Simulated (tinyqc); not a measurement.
# Double-gate transistor below threshold, two-dimensional Poisson equation on a small mesh, step by step

Program tinyqc, `OMP_NUM_THREADS=1 python tinyqc.py 2480049 2480050 out.jsonl`; Intel Xeon 2.30GHz, shared host, one thread, about 0.1 s. Printed values are rounded.

Half of a symmetric double-gate structure: row 0 is the mid-plane of the body, where the normal field vanishes. Mobile charge is neglected (subthreshold), the body is fully depleted, and potentials are counted from the intrinsic level; rows run upward to the gate, columns from source to drain.

Parameters, values chosen for the exercise; semiconductor permittivity made up:
- T = 300 K (temperature)
- eps_r = 11.9 (relative permittivity of the semiconductor)
- eox = 25 (relative permittivity of the insulator)
- tb = 6 nm (half the body thickness)
- tox = 7.2 nm (insulator thickness)
- L = 33 nm (channel length)
- Na = 0 cm^-3 (acceptor density of the depleted body)
- Vbi = 0.51 V (potential of the source)
- Vfb = -0.09 V (gate offset)
- Vg = -0.1 V (gate voltage)
- Vd = 0.3 V (drain voltage)

Constants: q = 1.602176634e-19 C, kB = 1.380649e-23 J/K, Vt = kB T/q, eps0 = 8.8541878128e-14 F/cm where lengths are in cm. Results are converted to the units shown.

## Coefficients of the five-point equations

Mesh: rows i = 0..1 in the semiconductor (step hs = tb/1, row 1 on the interface), then 1 step(s) ho = tox/1 up to the gate row 2; columns j = 0..4 (step hy = L/4). Box integration, divided by eps0: up_i = eps hy/h of the interval above row i, dn_i = that of the interval below (0 for row 0), lat_i = (sum of eps h/2 over the intervals above and below)/hy, s_i = -q Na w_i hy/eps0 with w_i the semiconductor height of the box (hs/2 for row 0 and the interface row, hs between, 0 in the insulator). Each free node obeys (up + dn + 2 lat) psi = up psi(above) + dn psi(below) + lat [psi(left) + psi(right)] + s.

```
row       up       dn      lat  s (V)
0    16.3625        0  4.32727      0
1    28.6458  16.3625  15.2364      0
```

## The linear system

fixed values (free nodes shown as 0) (V):
```
             j=0        j=1        j=2        j=3        j=4
row 0   0.510000   0.000000   0.000000   0.000000   0.810000
row 1   0.510000   0.000000   0.000000   0.000000   0.810000
row 2  -0.010000  -0.010000  -0.010000  -0.010000  -0.010000
```

Unknowns (row, column) in the order listed; A has up + dn + 2 lat on the diagonal and -up, -dn, -lat towards free neighbours; b holds s and the terms of fixed neighbours. Fixed values: gate row Vg - Vfb; column 0 at Vbi and the last column at Vbi + Vd in the semiconductor, each running linearly to Vg - Vfb across the insulator.

A:
```
          (0,1)     (0,2)     (0,3)     (1,1)     (1,2)     (1,3)
(0,1)   25.0170   -4.3273    0.0000  -16.3625    0.0000    0.0000
(0,2)   -4.3273   25.0170   -4.3273    0.0000  -16.3625    0.0000
(0,3)    0.0000   -4.3273   25.0170    0.0000    0.0000  -16.3625
(1,1)  -16.3625    0.0000    0.0000   75.4811  -15.2364    0.0000
(1,2)    0.0000  -16.3625    0.0000  -15.2364   75.4811  -15.2364
(1,3)    0.0000    0.0000  -16.3625    0.0000  -15.2364   75.4811
```

b (V): (0,1) 2.2069, (0,2) 0.0000, (0,3) 3.5051, (1,1) 7.4841, (1,2) -0.2865, (1,3) 12.0550

## Direct solution

Solve A psi = b.

psi at the free nodes (V): (0,1) 0.233288, (0,2) 0.179170, (0,3) 0.339904, (1,1) 0.174420, (1,2) 0.122350, (1,3) 0.258089

## Iteration 1: Gauss-Seidel sweep

psi at the start (fixed values on the edges, free nodes linear between source and drain columns) (V):
```
             j=0        j=1        j=2        j=3        j=4
row 0   0.510000   0.585000   0.660000   0.735000   0.810000
row 1   0.510000   0.585000   0.660000   0.735000   0.810000
row 2  -0.010000  -0.010000  -0.010000  -0.010000  -0.010000
```

Free nodes: rows 0..1, columns 1..3, taken row by row from row 0, left to right. t = (up psi(above) + dn psi(below) + lat [psi(left) + psi(right)] + s)/(up + dn + 2 lat), with the newest neighbours; psi(new) = t.

psi after iteration 1 (V):
```
             j=0        j=1        j=2        j=3        j=4
row 0   0.510000   0.585000   0.660000   0.735000   0.810000
row 1   0.510000   0.359191   0.360147   0.391738   0.810000
row 2  -0.010000  -0.010000  -0.010000  -0.010000  -0.010000
```

## Iteration 2: Gauss-Seidel sweep

As before.

psi after iteration 2 (V):
```
             j=0        j=1        j=2        j=3        j=4
row 0   0.510000   0.437309   0.438333   0.472145   0.810000
row 1   0.510000   0.266648   0.224125   0.307300   0.810000
row 2  -0.010000  -0.010000  -0.010000  -0.010000  -0.010000
```

## Course of the iteration: Gauss-Seidel sweep

Stop when the largest change of psi is below 1e-7 V, or after 400 iterations. Fixed values: gate row Vg - Vfb; column 0 at Vbi and the last column at Vbi + Vd in the semiconductor, each running linearly to Vg - Vfb across the insulator.

Course of the iteration:
```
iteration  psi at row 0, j = 2 (V)  largest |change| of one entry (V)
1                             0.66                              0.343
2                         0.438333                              0.263
3                         0.286799                              0.152
4                         0.223560                             0.0632
5                         0.197474                             0.0271
6                         0.186717                             0.0116
7                         0.182282                            4.85e-3
8                         0.180453                            2.01e-3
9                         0.179699                            8.30e-4
...                            ...                                ...
12                        0.179207                            5.82e-5
13                        0.179185                            2.40e-5
14                        0.179176                            9.90e-6
15                        0.179173                            4.08e-6
16                        0.179171                            1.68e-6
17                        0.179170                            6.94e-7
18                        0.179170                            2.86e-7
19                        0.179170                            1.18e-7
20                        0.179170                            4.87e-8
```

Converged in 20 iterations. At the end each change is about 0.41 times the one before: linear convergence.

## Barrier, swing and barrier lowering

converged psi (V):
```
             j=0        j=1        j=2        j=3        j=4
row 0   0.510000   0.233288   0.179170   0.339904   0.810000
row 1   0.510000   0.174420   0.122350   0.258089   0.810000
row 2  -0.010000  -0.010000  -0.010000  -0.010000  -0.010000
```

d psi/dVg on row 0: j=0 0.000000, j=1 0.557319, j=2 0.717657, j=3 0.557319, j=4 0.000000
d psi/dVd on row 0: j=0 0.00000, j=1 0.04365, j=2 0.14117, j=3 0.39903, j=4 1.00000

The barrier is read along row 0, the path farthest from the gate. Take the node j of lowest psi: barrier Vbi - psi_j; swing Vt ln 10/(d psi_j/dVg); DIBL = (d psi_j/dVd)/(d psi_j/dVg). The derivatives solve the same equations with s = 0 and a unit change of that voltage.

j = 2
barrier = 0.330830 V
swing = 82.9455 mV/decade
DIBL = 196.712 mV/V

A mesh of 12, 8 and 80 steps (semiconductor, insulator, channel) gives a barrier of 0.377 V, a swing of 76.8 mV a decade and a DIBL of 111 mV/V; the small mesh puts the barrier 12 % below that.
